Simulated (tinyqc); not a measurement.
Polytypes and stacking faults of a tetrahedral semiconductor in an axial Ising model with couplings up to third neighbours: one step, computed by the program tinyqc. Command: `OMP_NUM_THREADS=1 python tinyqc.py 3012077 3012078 out.jsonl polytype walk`. One thread of a shared host (Intel(R) Xeon(R) Processor @ 2.30GHz), about 0.01 s of CPU time with the checks.

Each double layer has s = +1 or -1 for the sense of its stacking step; E per pair of atoms = E0 - sum_n J_n <s_i s_(i+n)>, n = 1, 2, 3. Hexagonality h = (1 - <s_i s_(i+1)>)/2.

Task: Electronic energy gained by the fault. The fault binds electrons in a two-dimensional band E_b below the conduction edge, g2 = m m0/(pi hbar^2) for one valley. With the Fermi level held by the bulk, eta = ln[n/N_c(T)], N_c(T) = N_c (T/300)^1.5, the grand potential falls by g2 (k_B T)^2 F1(x), x = eta + E_b/(k_B T), F1(x) = integral from 0 to infinity of ln(1 + exp(x - t)) dt; sheet density g2 k_B T ln(1 + e^x). Band bending by the trapped charge is left out, so the gain is an upper bound. Net fault energy = gamma of the intrinsic fault less the electronic gain.

Inputs (values chosen for the exercise, of the order of those of GaAs for J, a, G and the gaps):
```
quantity                                    value    unit
binding energy of the fault level E_b       0.063      eV
in-plane mass m                              0.47      m0
effective density of states N_c at 300 K  2.5e+19  1/cm^3
electron density n                        3.6e+16  1/cm^3
temperature T                                 350       K
```

Host polytype: 3C.

energy of the glide fault, intrinsic = 52.42072 mJ/m^2

Constants: m_0 = 9.1093837015e-31 kg; hbar = 1.054571817e-34 J s; k_B = 1.380649e-23 J/K; k_B = 8.617333262e-05 eV/K.

Give: x; sheet density; electronic gain; net fault energy.

Result:

x = -4.6855

sheet density = 5.4393e+10 1/cm^2

electronic gain = 0.0026345 mJ/m^2

net fault energy = 52.418 mJ/m^2

The gain offsets 0.0050 % of the fault energy.
